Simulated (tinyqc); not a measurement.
Arrhenius plot: admittance spectroscopy and thermally stimulated current of one trap level in a depletion layer. Computed by tinyqc, a small Python program. Command: `OMP_NUM_THREADS=1 python tinyqc.py 3113207 3113208 out.jsonl admit walk`. One thread of a shared host (Intel(R) Xeon(R) Processor @ 2.30GHz), about 0.01 s of CPU time with the checks.

A Schottky junction on n-type material holds one donor-like electron trap; shallow donors are fully ionised and abrupt depletion edges are assumed.

Inputs (values chosen for the exercise, modelled on n-type silicon):
```
quantity,value,unit
density-of-states mass m,1.1,m_0
shallow doping N,4.1e+16,1/cm^3
trap density N_t,1.4e+16,1/cm^3
trap depth E_t below the band,0.404,eV
capture cross section sigma,2.7e-16,cm^2
test frequency f,400,Hz
```

Constants: k_B = 1.380649e-23 J/K; m_0 = 9.1093837015e-31 kg; h = 6.62607015e-34 J s; k_B = 8.617333262e-05 eV/K.

Method:
- N_c = 2 (2 pi m k_B T/h^2)^(3/2), v_th = sqrt(3 k_B T/m), emission rate e_n = sigma v_th N_c exp(-E_t/(k_B T)).
- Where the level crosses the Fermi level capture equals emission, so the trap follows the signal with the rate 2 e_n; G/omega peaks at omega = 2 e_n (the correction for large N_t/N is left out).
- Solve 2 e_n(T_p) = 2 pi f.
- T_p for 0.1, 0.3, 1, 3 and 10 f; least-squares lines of ln(e_n/T^2) and of ln(e_n) against 1/(k_B T), e_n = pi f; sigma = exp(intercept)/(v_th N_c/T^2).

peak temperature T_p = 263.474 K

Peaks:
```
f (Hz),T_p (K),1/(k_B T) (1/eV),ln(e_n/T^2),ln(e_n)
40,235.88,49.196,-6.0931,4.8336
120,248.33,46.731,-5.0973,5.9322
400,263.47,44.044,-4.0117,7.1362
1200,278.91,41.607,-3.0270,8.2348
4000,297.91,38.953,-1.9548,9.4388
```

depth from e_n/T^2 = 0.404 eV

cross section from the intercept = 2.70e-16 cm^2

depth without the T^2 = 0.44954 eV

Leaving out T^2 adds 46 meV, near 2 k_B T_p = 45 meV. Caution: N_t/N is not small, so the peak moves away from omega = 2 e_n.

Extremes, crossings and ranges named in words are read from the listed rows.
